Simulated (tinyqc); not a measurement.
Gated two-dimensional channel with two bands, quantum capacitance: one step of the calculation.

phi is the Fermi level above the lowest band edge, in volts; Vg is counted from the gate voltage at which an empty channel would have phi = 0. The channel has no thickness; trap charge is -q Dit phi.

Question. New phi. D1 = gv md m0 q/(pi hbar^2), D2 = g2 m2 m0 q/(pi hbar^2) per eV; n1 = D1 Vt ln(1 + exp(phi/Vt)), n2 = D2 Vt ln(1 + exp((phi - E2)/Vt)), n = n1 + n2; Cq = q dn/dphi = q [D1/(1 + exp(-phi/Vt)) + D2/(1 + exp((E2 - phi)/Vt))]. Newton: f = phi + q (n + Dit phi)/Cox - Vg, phi(new) = phi - f/(1 + (Cq + q Dit)/Cox).

Values chosen for this exercise; lowest band close to that of monolayer MoS2:
```
symbol   value         unit                                        meaning
T           77            K                                    temperature
md       0.515           m0                                  in-plane mass
gv           2                                           valley degeneracy
m2         0.6           m0  in-plane mass of a second band, chosen freely
g2           4               valley degeneracy of that band, chosen freely
E2        0.23           eV               second band edge above the first
Dit     2.1e12  cm^-2 eV^-1                               density of traps
Vg        0.93            V                                   gate voltage
```

Constants: q = 1.602176634e-19 C, kB = 1.380649e-23 J/K, hbar = 1.054571817e-34 J s, m0 = 9.1093837015e-31 kg, Vt = kB T/q. Results are converted to the units shown.

phi at the start = 0.93 V
Cox = 1.1510444 uF/cm^2

Wanted: n1; n2; Cq; f; phi after iteration 1.

Answer.

n1 = 4.0014e14 cm^-2
n2 = 7.0179e14 cm^-2
Cq = 229.56 uF/cm^2
f = 153.65 V
phi after iteration 1 = 0.16453 V

Computed by the program tinyqc: `OMP_NUM_THREADS=1 python tinyqc.py 2200131 2200132 out.jsonl`, one thread of a shared Intel Xeon 2.30GHz, about 0.01 s for the whole run.
